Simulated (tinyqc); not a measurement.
Quantum-well laser, gain and threshold: effect of the number of wells.

One electron and one heavy-hole subband per well, parabolic, with equal sheet densities n of electrons and holes; k-conserving transitions, TE polarisation, no line broadening, so the gain starts as a step at E0 and peaks there. All wells are pumped alike.

Nc = me kB T/(pi hbar^2), Nv = mh kB T/(pi hbar^2), mr = me mh/(me + mh) in m0, g0(E) = q^2 Ep mr/(4 nr eps0 c hbar E Lw) (squared momentum element m0 Ep/4, joint density of states mr/(pi hbar^2 Lw) for both spins). Peak gain g(n) = g0(E0)[1 - exp(-n/Nc) - exp(-n/Nv)]. Mirror loss am = ln(1/(R1 R2))/(2 Lc); threshold gain gth = (ai + am)/(Nw Gw). nth solves g(n) = gth and ntr solves g(n) = 0. Jth = q Nw (A n + B n^2 + C n^3)/eta at n = nth, Ith = Jth Wd Lc; differential efficiency of both facets eta am/(ai + am).

Values chosen for this exercise; well values close to those of gallium arsenide:

| symbol | value | unit | meaning |
|---|---|---|---|
| T | 293 | K | temperature |
| E0 | 1.44 | eV | lowest transition energy |
| me | 0.0686 | m0 | in-plane electron mass |
| mh | 0.329 | m0 | in-plane hole mass |
| Ep | 25.8 | eV | Kane energy |
| nr | 3.43 |  | refractive index |
| Lw | 8 | nm | well width |
| Gw | 0.025 |  | optical confinement per well |
| ai | 4 | 1/cm | internal loss |
| Lc | 300 | um | cavity length |
| R1 | 0.1 |  | front reflectance |
| R2 | 0.95 |  | back reflectance |
| A | 5.9e7 | 1/s | defect recombination coefficient |
| B | 0.00023 | cm^2/s | radiative coefficient per well |
| C | 3.9e-18 | cm^4/s | Auger coefficient per well |
| eta | 0.83 |  | injection efficiency |
| Wd | 5 | um | stripe width |

Constants: q = 1.602176634e-19 C, kB = 1.380649e-23 J/K, eps0 = 8.8541878128e-12 F/m, hbar = 1.054571817e-34 J s, m0 = 9.1093837015e-31 kg, c = 299792458 m/s. Results are converted to the units shown.

The same in every row: ntr (cm^-2) = 1.001e12; differential efficiency = 0.7532.

Results:

| Nw | gth (1/cm) | nth (cm^-2) | Jth (A/cm^2) | Ith (mA) |
|---|---|---|---|---|
| 1 | 1729 | 1.441e12 | 110.9 | 1.664 |
| 2 | 864.6 | 1.200e12 | 157.7 | 2.366 |
| 3 | 576.4 | 1.129e12 | 211.7 | 3.176 |
| 4 | 432.3 | 1.096e12 | 267.1 | 4.007 |
| 5 | 345.9 | 1.076e12 | 323.1 | 4.846 |
| 6 | 288.2 | 1.063e12 | 379.3 | 5.689 |
| 10 | 172.9 | 1.038e12 | 605.0 | 9.076 |

Estimate the missing row, Nw = 8.

Computed row:

| Nw | gth (1/cm) | nth (cm^-2) | Jth (A/cm^2) | Ith (mA) |
|---|---|---|---|---|
| 8 | 216.2 | 1.047e12 | 492.0 | 7.381 |

With this row back in the table: As Nw goes from 1 to 10, gth falls from 1730 to 173 1/cm, Jth rises from 111 to 605 A/cm^2 and Ith rises from 1.66 to 9.08 mA. Each added well must be pumped to transparency, which costs more than the lower gain saves.

Range of the model: The second hole subband, left out here, lies within about 2 Vt of the first in a well this wide.

tinyqc, about 0.02 s, one thread, Intel Xeon 2.30GHz (shared host): `OMP_NUM_THREADS=1 python tinyqc.py 2840109 2840110 out.jsonl`
